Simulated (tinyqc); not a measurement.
Width of the well: polar nitride quantum well with polarisation fields.

Growth along [0001]. e_par = (a_sub - a)/a, Ppz = 2 e_par (e31 - e33 C13/C33), P = Psp + Ppz in each layer; strain relaxation and the strain shift of the gaps are left out, although thick layers with more than about 1 % mismatch would relax.

In a periodic stack without free charge the potential drop over a period vanishes: F_w = (P_b - P_w) Lb/(eps0 (eps_w Lb + eps_b Lw)), F_b = -F_w Lw/Lb, eps0 = 8.8541878e-12 F/m; 1 MV/cm = 1e8 V/m = 0.01 V/angstrom.

Envelope functions on cells of 0.25 angstrom over barrier, well, barrier (widths Lb, Lw, Lb), psi = 0 beyond, psi'/m continuous (mean mass between points), c = hbar^2/2m0. With u(z) the integral of e F (F_w in the well, F_b = -F_w Lw/Lb in the barriers, 1 MV/cm = 0.01 V/angstrom), zero at the centre of the well, the electron sees u plus Vc in the barriers and the hole -u plus Vv. The transition is Eg + E_e + E_h; excitons are left out.

Constants: hbar^2/2m0 = 3.80998211 eV angstrom^2; hc = 1239.841984 eV nm.

Inputs chosen for the exercise (near those of a GaN well in AlN; shifted at random, so the results belong to these values and not to a real crystal): a_w = 3.189 angstrom (lattice constant a, well); a_b = 3.112 angstrom (lattice constant a, barrier); a_sub = 3.112 angstrom (in-plane lattice constant of the stack); Psp_w = -0.0338 C/m^2 (spontaneous polarisation); Psp_b = -0.0904 C/m^2 (spontaneous polarisation); e31_w = -0.349 C/m^2; e31_b = -0.515 C/m^2; e33_w = 0.659 C/m^2; e33_b = 1.579 C/m^2; C_w = 0.265 (C13/C33); C_b = 0.286 (C13/C33); eps_w = 10.2 (dielectric constant); eps_b = 10.2 (dielectric constant); Lb = 85 angstrom (barrier width); Eg = 3.44 eV (gap of the well); Vc = 1.85 eV (conduction offset); Vv = 0.87 eV (valence offset); me = 0.2 m0 (electron, well); meb = 0.32 m0 (electron, barrier); mh = 1.6 m0 (hole, everywhere); Ls = (10, 15, 20, 25, 30, 40, 50) angstrom (well widths).

Field, levels and overlap anew for each width.

Results:

| Lw (angstrom) | F_w (MV/cm) | E (eV) | E without field (eV) | overlap^2 | ln overlap^2 |
|---|---|---|---|---|---|
| 10 | -8.113 | 4.0112 | 4.1438 | 0.672 | -0.40 |
| 15 | -7.707 | 3.5536 | 3.8620 | 0.321 | -1.14 |
| 20 | -7.340 | 3.1943 | 3.7212 | 0.100 | -2.30 |
| 25 | -7.006 | 2.8784 | 3.6408 | 0.0220 | -3.81 |
| 30 | -6.702 | 2.5910 | 3.5906 | 0.00362 | -5.62 |
| 40 | -6.166 | 2.0835 | 3.5337 | 5.15e-05 | -9.87 |
| 50 | -5.709 | 1.6492 | 3.5039 | 3.97e-07 | -14.74 |

The red shift grows from 133 to 1855 meV. The line drops below Eg between 15 and 20 angstrom, which a square well can never do. Over the last two rows dE/dLw = -43.4 meV per angstrom, against -|e F_w| = -57.1 in the last row; the field itself weakens by 30 % over the table, since a wider well shares the drop with the barrier. The overlap falls by a factor 1.69e+06.

Run: tinyqc, `OMP_NUM_THREADS=1 python tinyqc.py 1252210 1252211 out.jsonl`; Intel(R) Xeon(R) Processor @ 2.30GHz, one thread, shared host; about 0.05 s of CPU time with all checks.
